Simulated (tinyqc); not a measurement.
Minority-electron transport through the base of a bipolar transistor (Moll-Ross and Kroemer integrals): one step, computed by the program tinyqc. Command: `OMP_NUM_THREADS=1 python tinyqc.py 3020171 3020172 out.jsonl base walk`. One thread of a shared host (Intel(R) Xeon(R) Processor @ 2.30GHz), about 0.01 s of CPU time with the checks.

Low injection, one dimension, x from the emitter edge (0) to the collector edge (W), s = x/W. Recombination is treated as a small correction (valid for tau_B well below tau_n), computed from the stored charge.

Task: Profile and built-in field. N(x) = N_0; n_i(x) = n_i; D(x) = (k_B T/e) mu, mu = mu_min + (mu_max - mu_min)/(1 + (N/N_ref)^0.7). Field that drives electrons towards the collector, averaged over the base: (k_B T/e) ln[N_0 n_i(W)^2/(N(W) n_i^2)]/W.

Inputs (values chosen for the exercise, modelled on GaAs):
```
quantity                               value        unit
base doping at the emitter edge N_0  2.7e+18      1/cm^3
base width W                             380          nm
mu_min                                   910  cm^2/(V s)
mu_max                                  7240  cm^2/(V s)
N_ref                                1.9e+17      1/cm^3
temperature T                            300           K
```

Base doping profile: uniform. Gap grading: none. Exit of the base: infinite sink.

Constants: k_B = 8.617333262e-05 eV/K.

Give: Across the base; drift factor eta (potential drop in k_B T/e); mean built-in field.

Result:

Across the base:
```
s    N (1/cm^3)  n_i(x)^2/n_i^2  D (cm^2/s)  y (s/cm^5)
0.0    2.70e+18               1       45.61   5.920e+16
0.2    2.70e+18               1       45.61   5.920e+16
0.4    2.70e+18               1       45.61   5.920e+16
0.6    2.70e+18               1       45.61   5.920e+16
0.8    2.70e+18               1       45.61   5.920e+16
1.0    2.70e+18               1       45.61   5.920e+16
```

drift factor eta (potential drop in k_B T/e) = 0

mean built-in field = 0 kV/cm
